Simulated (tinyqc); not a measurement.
Inside a calculation. Model: a double barrier with mass mismatch, transfer matrices.

tinyqc, about 0.08 s, one thread, Intel Xeon 2.30GHz (shared host): `OMP_NUM_THREADS=1 python tinyqc.py 2560105 2560106 out.jsonl` Printed values are rounded.

One electron of energy E comes from the left lead (band edge 0); no transverse momentum. Parabolic bands, masses in units of m0, C = hbar^2/(2 m0); psi and psi'/m are continuous at every interface. Barrier d1, well Lw, barrier d2; the right lead equals the left one.

Inputs (values chosen for the exercise); masses and offsets close to those of InGaAs wells and InP barriers: mass in the left lead mL = 0.042 m0; barrier height U1 = 0.24 eV; barrier mass m1 = 0.082 m0; width of the first barrier d1 = 1.4 nm; well width (edge 0, mass mL) Lw = 6.9 nm; width of the second barrier d2 = 1.4 nm; electron energy E = 0.28 eV.

Constants: q = 1.602176634e-19 C, hbar = 1.054571817e-34 J s, m0 = 9.1093837015e-31 kg, hbar^2/(2 m0) = 0.0380998212 eV nm^2. Results are converted to the units shown.

## Wave numbers

k = sqrt(m (E - U)/C) where E > U, K = sqrt(m (U - E)/C) where E < U; v = k/m in the leads.

Layers:
```
	U (eV)	m (m0)	d (nm)	k or K (1/nm)	which
1	0.24	0.082	1.4	0.2934104	k
2	0	0.042	6.9	0.5555744	k
3	0.24	0.082	1.4	0.2934104	k
```

vL = 13.22796 1/nm
vR = 13.22796 1/nm

## Matrices of the layers

For the pair (psi, psi'/m) a flat layer has M = [[cos kd, (m/k) sin kd], [-(k/m) sin kd, cos kd]] with k = sqrt(m (E - U)/C) above its edge U, and M = [[cosh Kd, (m/K) sinh Kd], [(K/m) sinh Kd, cosh Kd]] with K = sqrt(m (U - E)/C) below it. M12 is in nm, M21 in 1/nm.

M of layer 1:
```
	1	2
1	0.9168118	0.1115987
2	-1.428835	0.9168118
```

M of layer 2:
```
	1	2
1	-0.7700541	-0.04822955
2	8.439156	-0.7700541
```

M of layer 3:
```
	1	2
1	0.9168118	0.1115987
2	-1.428835	0.9168118
```

## Product of the matrices

The matrix of the later layer stands to the left: M = M_n ... M_2 M_1; det M = 1.

M:
```
	1	2
1	0.4021569	-0.09301173
2	9.012518	0.4021569
```

## Transmission and reflection

The matrix M carries (psi, psi'/m) across the stack, and v = k/m in each lead. psi = 1 + r at the left edge (incident amplitude 1) and t at the right edge. With det M = 1, a = i vR M11 - M21 and b = -vL vR M12 - i vL M22: t = 2 i vL/(a - b), r = -(a + b)/(a - b), T(E) = (vR/vL) |t|^2, R(E) = |r|^2.

t = 0.3739745-0.8888560i
r = 0.2440053+0.1026620i
T(E) = 0.9299219
R(E) = 0.07007808

T(E) + R(E) = 1: the current is conserved.
